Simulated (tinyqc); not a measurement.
# Reflectance at normal incidence against thickness

Normal incidence on air, film (n1) and substrate (N2 = n2 - i k2): r01 = (1 - n1)/(1 + n1), r12 = (n1 - N2)/(n1 + N2), amplitude (r01 + r12 X)/(1 + r01 r12 X), X = exp(-4 pi i n1 d/lam), R its squared modulus, phase from 0 to 360 degrees.

Parameters, values chosen for the exercise: wavelength lam = 800 nm; index of the transparent film n1 = 1.628; index of the substrate n2 = 3.692; extinction coefficient of the substrate k2 = 0.0065.

Reflectance at normal incidence against thickness:
```
d (nm)   R (%)  phase of the reflected amplitude (degrees)
0       32.918                                      179.94
31      29.646                                      155.09
62      20.342                                      126.24
94      8.0559                                      83.246
125     2.7327                                      351.21
156     9.6146                                      269.13
188     21.977                                      229.16
219     30.512                                      201.20
250     32.853                                      176.58
```

R goes from 32.9 through a minimum of 2.73 (at d = 125 nm among the rows listed) to 32.9 %. At a quarter wave, d = 123 nm, R = 2.70 %; for a transparent substrate it would vanish for n1 = sqrt(n2) = 1.92.

Computed by the program tinyqc: `OMP_NUM_THREADS=1 python tinyqc.py 2870205 2870206 out.jsonl`, one thread of a shared Intel Xeon 2.30GHz, about 0.2 s for the whole run.
